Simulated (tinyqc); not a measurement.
Current of a Schottky diode by thermionic-emission-diffusion theory, and its read-back from I-V-T and C-V data. Changing the junction voltage V. Computed by tinyqc, a small Python program. Command: `OMP_NUM_THREADS=1 python tinyqc.py 3004273 3004274 out.jsonl schottky sweep`. One thread of a shared host (Intel(R) Xeon(R) Processor @ 2.30GHz), about 0.01 s of CPU time with the checks.

Full ionisation, no tunnelling, no recombination current. V is the voltage across the junction itself, forward positive.

Inputs (values chosen for the exercise, modelled on n-type 4H-SiC):
```
quantity                                     value           unit
Richardson constant A*                         144   A/(cm^2 K^2)
effective density of states at 300 K, N_c  1.7e+19         1/cm^3
permittivity eps                               9.7              -
mobility mu                                    720     cm^2/(V s)
barrier without image force phi_0 (mean)      1.22             eV
doping N                                   1.9e+16         1/cm^3
series resistance R_s                        0.058  milliohm cm^2
temperature T                                  300              K
standard deviation sigma                        52            meV
relative change of sigma^2 with bias, rho     0.57            1/V
```

Barrier: Gaussian spread of heights.

Constants: k_B = 8.617333262e-05 eV/K; e = 1.602176634e-19 C; eps_0 = 8.8541878128e-12 F/m.

Method:
- N_c(T) = N_c (T/300 K)^(3/2); V_bi = phi_0 - (k_B T/e) ln(N_c(T)/N); surface field F = sqrt(2 e N (V_bi - V - k_B T/e)/(eps eps_0)); image lowering d_phi = sqrt(e F/(4 pi eps eps_0)); effective barrier phi = phi_0 - d_phi - sigma^2 (1 - rho V)/(2 k_B T).
- Collection velocity v_R = A* T^2/(e N_c(T)); diffusion velocity v_D = mu F; J = e N_c(T) v_R/(1 + v_R/v_D) exp(-phi/k_B T) [exp(e V/k_B T) - 1].
- Terminal voltage V + J R_s.
- Ideality n = (e/k_B T)/(d ln J/dV) by a central difference of +/- 1 mV; J_0 = J exp(-e V/(n k_B T)); apparent barrier phi_IV = k_B T ln(A* T^2/J_0); a C-V plot gives phi_CV = phi_0, the mean without lowering.

One run for each value:
```
junction voltage V (V)  current density J (A/cm^2)  ideality factor n  image lowering (meV)  terminal voltage (V)
0.15                                    3.0043e-10             1.0392                34.129               0.15000
0.27                                    2.5784e-08             1.0441                32.883               0.27000
0.39                                    2.1891e-06             1.0462                31.477               0.39000
0.50                                    1.2716e-04             1.0490                29.999               0.50000
0.62                                    1.0522e-02             1.0538                28.088               0.62000
0.74                                    8.4751e-01             1.0626                25.681               0.74005
```

Over the rows, current density J (A/cm^2) rises from 3.00e-10 to 0.848 (exponent d ln y / d ln x 7.6 between the first rows and 25 between the last); ideality factor n rises from 1.04 to 1.06 (exponent d ln y / d ln x 0.0079 between the first rows and 0.047 between the last); image lowering (meV) falls from 34.1 to 25.7 (exponent d ln y / d ln x -0.063 between the first rows and -0.51 between the last).  Left out: 0.860, 0.980 (the bias is too near flat band).
